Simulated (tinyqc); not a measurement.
What moves the results: donor level screened by free carriers (Yukawa potential). A value that a table varies takes the place of the one given here.

Potential -(q/(eps r)) exp(-ks r), q = e^2/(4 pi eps0). In units Ry* = Ry m/eps^2 and a* = a0 eps/m the problem is [-Laplacian - 2 exp(-x r)/r] psi = E psi with x = ks a*.

Converged values use 18 functions exp(-z r), z = 1.55^i, i = -11 to 6: S = 2/A^3, H = z_i z_j S - 2/(A + x)^2, A = z_i + z_j.

Screening wave number: Debye ks^2 = 4 pi q n/(eps kB T); Thomas-Fermi ks^2 = 6 pi q n/(eps EF) with EF = c (3 pi^2 n/gv)^(2/3)/m, c = hbar^2/2m0; the two are joined by 1/ks^2 = sqrt(1/ks_D^4 + 1/ks_TF^4). 1e18/cm^3 = 1e-6/angstrom^3, q = e^2/(4 pi eps0).

Constants: e^2/(4 pi eps0) = 14.39964547 eV angstrom; kB = 8.617333262e-05 eV/K; hbar^2/2m0 = 3.80998211 eV angstrom^2; Ry = 13.60569312 eV; a0 (Bohr radius) = 0.5291772105 angstrom.

Parameters, chosen for this exercise (near those of a donor in InP, with one mean mass; shifted at random, so the results belong to these values and not to a real crystal): xs = (0.05, 0.17, 0.29, 0.55, 0.64, 0.86, 1.09) (values of x); m = 0.082 m0 (mass); eps = 12.8 (dielectric constant); gv = 1 (valleys); T = 200 K (temperature); nl = (0.0016, 0.0052, 0.016, 0.052, 0.16, 0.52, 1.6) x 1e18/cm^3 (densities); n = 0.052 x 1e18/cm^3 (free-carrier density).

## Towards the loss of the bound state

First order (-1 + 2x), one-parameter (minimum of z^2 - 8 z^3/(2z + x)^2) and converged 1s energies in Ry*, and the mean radius in a*; a dash marks an unbound result.

Results:
```
x     first order  trial function  converged   <r>
0.05      -0.9000         -0.9036    -0.9036  1.50
0.17      -0.6600         -0.6992    -0.6993  1.54
0.29      -0.4200         -0.5276    -0.5282  1.60
0.55            -         -0.2480    -0.2523  1.88
0.64            -         -0.1763    -0.1830  2.05
0.86            -         -0.0484    -0.0634  2.86
1.09            -               -    -0.0056  7.54
```

First order loses the state at x = 0.5, the trial function reaches zero energy at x = 1.00, and the exact limit is 1.19. The radius starts at 1.5 a*, grows slowly at first (1.60 at x = 0.29), then steadily, and swells towards the end (7.5 at 1.09), where a single exponential fails: the binding vanishes as the square of the distance from 1.19.

## Binding against carrier density

Ry* = 6.8095 meV
a* = 82.603 angstrom

x from the joined ks; converged 1s binding (dash: x above 1.17, at or past the limit 1.19 where the state unbinds).

Results:
```
n (1e18/cm^3)  EF/kB T  1/ks (angstrom)      x  binding (meV)  n^(1/3) a*
0.0016            0.04            873.0  0.095           5.61       0.097
0.0052            0.08            484.5  0.170           4.76       0.143
0.016             0.16            276.9  0.298           3.52       0.208
0.052             0.36            155.3  0.532           1.82       0.308
0.16              0.76             92.4  0.894           0.35       0.448
0.52              1.67             59.2  1.395              -       0.664
1.6               3.53             44.1  1.871              -       0.966
```

The binding falls from 5.6 to 0.3 meV (bare value 6.8); it passes half the bare value between 0.016 and 0.052 x 1e18/cm^3. The level is unbound, or bound by less than 0.001 Ry*, from 0.52 x 1e18/cm^3 on; as the density rises, it is lost by the time n^(1/3) a* reaches 0.66. x grows with exponent 0.50 in n at the start and 0.26 at the end (1/2 for Debye, 1/6 for Thomas-Fermi screening). The level survives to n^(1/3) a* = 0.45, past the 0.26 of the Mott rule, which corresponds to x = 1 for one valley with degenerate screening; here the level lasts until x = 1.19, the screening is at most the degenerate value, and overlap of donors is left out.

## What each parameter does

Ry* = Ry m/eps^2, a* = a0 eps/m, x = ks a* with the joined ks; converged binding. Each row changes one parameter from the base and keeps the others.

Results:
```
case                   1/ks (angstrom)      x  binding in Ry*  binding (meV)
base                             155.3  0.532           0.268           1.82
n = 0.078 x 1e18/cm^3            128.0  0.645           0.179           1.22
T = 260 K                        176.0  0.469           0.325           2.22
m = 0.092 m0                     154.8  0.476           0.319           2.44
eps = 11.8                       149.1  0.511           0.286           2.29
gv = 2                           154.0  0.536           0.264           1.80
```

The largest shifts from the base row, up to three for each result and ties (the steps differ in size, so this ranks the rows, not the parameters). 1/ks (angstrom): n -27.3, T +20.8, eps -6.2. x: n +0.113, T -0.063, m -0.056. binding in Ry*: n -0.088, T +0.058, m +0.052. binding (meV): m +0.62, n -0.60, eps +0.47.

tinyqc: `OMP_NUM_THREADS=1 python tinyqc.py 1280885 1280886 out.jsonl`; about 0.01 s, one thread, shared Intel(R) Xeon(R) Processor @ 2.30GHz.
